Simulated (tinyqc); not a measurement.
Worked calculation: UKS/BP86 in the sto-3g basis, for H3, spin multiplicity 2. One step of it, computed by the program tinyqc.

Problem. Iteration 2: DIIS coefficients. Solve [B -1; -1 0][c; lambda] = [0; -1] for the coefficients, which sum to one.

B (overlaps of the stored error matrices):
```
                1               2
1   1.1079264e-01  -2.8688126e-02
2  -2.8688126e-02   7.7574501e-03
```

Give: DIIS coefficients.

Solution.

DIIS coefficients: 0.207  0.793
